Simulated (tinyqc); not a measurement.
# Interface states from two metals

Problem. Schottky barriers follow phi = S (pM - chi) + (1 - S) E0, S = 1/(1 + q Ds dl/(eps0 ei)). Find S, E0 and Ds.

Parameters, values chosen for the exercise; material values close to those of gallium nitride:
- chi = 4.02 eV (electron affinity)
- dl = 0.51 nm (thickness of the interface layer)
- ei = 3.8 (its relative permittivity)

Constants: q = 1.602176634e-19 C, eps0 = 8.8541878128e-14 F/cm where lengths are in cm. Results are converted to the units shown.

phi for pM = 4.35 and 5.12 eV (eV): 0.91767976  1.4276146

Answer. The slope is S, and either point then gives E0.

S = 0.662
E0 = 2.07 eV
Ds = 2.10e13 cm^-2 eV^-1

Computed by the program tinyqc: `OMP_NUM_THREADS=1 python tinyqc.py 2430139 2430140 out.jsonl`, one thread of a shared Intel Xeon 2.30GHz, about 0.01 s for the whole run.
